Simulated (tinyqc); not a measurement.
Stoner model of a band ferromagnet: one step. The ground state. Two cases, with inputs chosen for the exercise.

Task: Take the lowest of E(0), the stationary points e(n_up) - e(n_down) = I m, and saturation.

Density of states per atom and spin: flat with a rise to the top, D(e) = (M/W) [1 - sp + 4 sp (e/W + 1/2)^3]. Levels e -/+ I m/2 for up and down spin, m = n_up - n_down, n_up + n_down = nd. At zero temperature e(N) is the energy below which N states lie, and E(m) = sum over spins of integral e D de - I m^2/4.

Case 1.

Values chosen: W = 4.9 eV (band width, e from -W/2 to W/2); M = 5 (states per atom and spin); nd = 9.23 (electrons per atom); sp = 0.61 (shape parameter); I = 0.58 eV (Stoner parameter).

Case 2.

Values chosen: W = 5.3 eV (band width, e from -W/2 to W/2); M = 5 (states per atom and spin); nd = 7.85 (electrons per atom); sp = 0.66 (shape parameter); I = 0.59 eV (Stoner parameter).

Give: m; exchange splitting I m; E - E(0); n_up, n_down.

Result:

Case 1.

m = 0.770 muB
exchange splitting I m = 0.447 eV
E - E(0) = -30.7 meV

n_up, n_down: 5.000  4.230

Case 2.

m = 2.150 muB
exchange splitting I m = 1.268 eV
E - E(0) = -164.0 meV

n_up, n_down: 5.000  2.850

The moment is saturated (a strong ferromagnet): the majority band is full.

Computed by tinyqc, one run a case: `OMP_NUM_THREADS=1 python tinyqc.py N N+1 out.jsonl` with N = 1682036, 1682198; one thread of a shared Intel(R) Xeon(R) Processor @ 2.30GHz, about 0.3 s a run at most.
